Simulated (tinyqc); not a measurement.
What moves the results: Koster-Slater impurity in an sp3s* host. A value that a table varies takes the place of the one given here.

sp3s* tight binding, nearest neighbours only: anion (a) at 0, cation (c) at a/4 (1,1,1), orbitals s, px, py, pz, s* on each; k in units of 2 pi/a. With phases e_j = exp(i (pi/2) k.n_j) for n = (1,1,1), (1,-1,-1), (-1,1,-1), (-1,-1,1): g0 = (e1+e2+e3+e4)/4, g1 = (e1+e2-e3-e4)/4, g2 = (e1-e2+e3-e4)/4, g3 = (e1-e2-e3+e4)/4. The diagonal holds the levels Esa, Epa, Exa (s*) and Esc, Epc, Exc. Anion-cation block: <sa|sc> = Vss g0; <sa|xc> = Vsapc g1; <xa|sc> = -Vscpa g1; <xa|xc> = Vxx g0; <xa|yc> = <ya|xc> = Vxy g3, <xa|zc> = <za|xc> = Vxy g2, <ya|zc> = <za|yc> = Vxy g1; <s*a|xc> = Vxapc g1; <xa|s*c> = -Vpaxc g1; y and z take g2 and g3 in place of g1; s-s* and s*-s* vanish.

A defect on an anion site (a) shifts the s level there by Vs or the three p levels by Vp and leaves the rest. A level in the gap solves 1/Vs = G_s(E) (symmetry A1) or 1/Vp = G_p(E) (T2, threefold), with G(E) = (1/N^3) sum over k and bands of w/(E - e), where w is the weight of the state on the s orbital of that site, or the mean weight on its px, py, pz. Mesh: k = f1 (-1,1,1) + f2 (1,-1,1) + f3 (1,1,-1), f = (j + 1/2)/N, j = 0 to N - 1. Energies from the top of the valence band at Gamma; the s* orbital of the site is left as it is. An infinite shift removes the s or p orbitals, the model of the ideal vacancy: G(E) = 0.

Parameters, chosen for this exercise (out of a larger set: near a published set for Si; not measured data):

| symbol | value | unit | meaning |
|---|---|---|---|
| p | (-4.232, 1.715, -4.232, 1.715, 6.674, 6.674, -8.286, 1.719, 4.565, 5.771, 5.771, 5.418, 5.418) | eV | order Esa, Epa, Esc, Epc, Exa, Exc, Vss, Vxx, Vxy, Vsapc, Vscpa, Vxapc, Vpaxc |
| N | 5 |  | mesh |
| V | -27.7 | eV | shift of the p levels |

## Level against strength of the defect

Eg (smallest gap of the host) = 1.15626 eV

A dash: no level in the gap from 0 to Eg. The last row is the ideal vacancy.

Levels (eV above the valence band):

| shift (eV) | A1 | T2 |
|---|---|---|
| -40 | - | 0.657 |
| -20 | - | 0.789 |
| -12 | 0.130 | 0.931 |
| -8 | 0.500 | 1.053 |
| -5 | 0.877 | - |
| -3 | 1.137 | - |
| +3 | - | - |
| +5 | - | - |
| +8 | - | - |
| +12 | - | 0.061 |
| +20 | - | 0.216 |
| +40 | - | 0.358 |
| vacancy | - | 0.510 |

How do the results move?

A1: a level lies in the gap for the attractive shifts -3, -5, -8 and -12 eV, and no repulsive one does; G has no zero in the gap, so there is no vacancy level there and a strong enough shift drives the level out through the far edge. T2: a level lies in the gap for the attractive shifts -8, -12, -20 and -40 eV and for the repulsive +12, +20 and +40 eV; both branches tend to the vacancy level, 0.510 eV, which pins them. A level passes the edges where the shift equals 1/G, a value that is sensitive to the mesh there: on this one 1/G(0) = -13.9 and 1/G(Eg) = -2.8 eV for s, 9.9 and -5.1 eV for p.

## Convergence with the mesh

The same level (G_p = 1/V) on meshes of growing size; a dash: no level from 0 to Eg.

Mesh:

| N | points | G_p(Eg/2) (1/eV) | level (eV) |
|---|---|---|---|
| 2 | 8 | -0.01032 | 0.7187 |
| 3 | 27 | -0.01081 | 0.7211 |
| 4 | 64 | -0.01122 | 0.7193 |
| 6 | 216 | -0.01139 | 0.7181 |
| 8 | 512 | -0.01140 | 0.7181 |

What does this show, and why?

Against N = 8, G at mid-gap is off by +0.00108 at N = 2 and +0.00001 1/eV at N = 6; the level moves by 0.0 meV from N = 6 to 8. Errors in G are magnified in the level by 1/|dG/dE|, and a level near a band edge needs the finest mesh, since the sum there is ruled by few points.

tinyqc: `OMP_NUM_THREADS=1 python tinyqc.py 1451566 1451567 out.jsonl`; about 0.05 s, one thread, shared Intel(R) Xeon(R) Processor @ 2.30GHz.
